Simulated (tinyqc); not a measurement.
Haynes-Shockley experiment: drift, diffusion and decay of a minority-carrier pulse: one step, computed by the program tinyqc. Command: `OMP_NUM_THREADS=1 python tinyqc.py 3111436 3111437 out.jsonl haynes walk`. One thread of a shared host (Intel(R) Xeon(R) Processor @ 2.30GHz), about 0.01 s of CPU time with the checks.

A thin sheet of excess carriers is made at x = 0, t = 0 in a long uniform bar; injection is low, so the pulse moves with the minority mobility.

Question. The signal at the collector. dn(x, t) = N0/sqrt(4 pi D t) exp(-(x - v t)^2/(4 D t) - t/tau). At fixed x the signal peaks where d ln(dn)/dt = 0: a t^2 + t/2 - x^2/(4 D) = 0 with a = v^2/(4 D) + 1/tau. The full width at half maximum is found by solving dn(x, t) = peak/2 on both sides of the peak.

Inputs (values chosen for the exercise, modelled on electrons in p-type silicon in a lightly doped bar):
```
quantity                       value         unit
lifetime tau                      42  microsecond
temperature T                    330            K
distance d to the collector     0.49           cm
injected sheet density N0    1.1e+10       1/cm^2
```

drift velocity v = 7191 cm/s

D = 40.09645 cm^2/s

Give: time of the peak t_p; peak density; width at half maximum.

Answer.

time of the peak t_p = 65.04 microsecond

peak density = 1.231e+10 1/cm^3

width at half maximum = 22.78 microsecond
